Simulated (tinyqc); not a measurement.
Peak against initial coverage: adsorption as a lattice gas: isotherms with interactions, competition, desorption peaks and saturation dose. Computed by tinyqc, a small Python program. Command: `OMP_NUM_THREADS=1 python tinyqc.py 3008843 3008844 out.jsonl adsorb walk`. One thread of a shared host (Intel(R) Xeon(R) Processor @ 2.30GHz), about 0.2 s of CPU time with the checks.

One adsorbate per site; a molecule needs 1 empty site. Gas and surface have the same temperature.

Inputs (values chosen for the exercise, for a model surface): desorption energy E = 1.43 eV; prefactor nu = 8.7e+12 1/s; pair energy w (positive repels) = 0.024 eV; neighbours z = 6; heating rate beta = 13 K/s.

Adsorption: molecular (first order).

Constants: k_B = 8.617333262e-05 eV/K.

Method. Heating at the rate beta: d theta/dT = -(nu/beta) theta^1 exp(-[E - z w theta]/(k_B T)). Integrated numerically (relative tolerance 1e-9); T_p is the maximum of the rate.

Peak temperatures (K):
```
theta_0   w = 0  with w
0.1      550.67  546.52
0.3      550.67  538.08
0.5      550.67  529.44
0.7      550.67  520.61
0.9      550.67  511.57
```

What does the comparison show, and why?

Without interaction the peak does not move; with w it moves by -35.0 K, so repulsion in first order mimics second-order kinetics.

Extremes, crossings and ranges named in words are read from the listed rows.
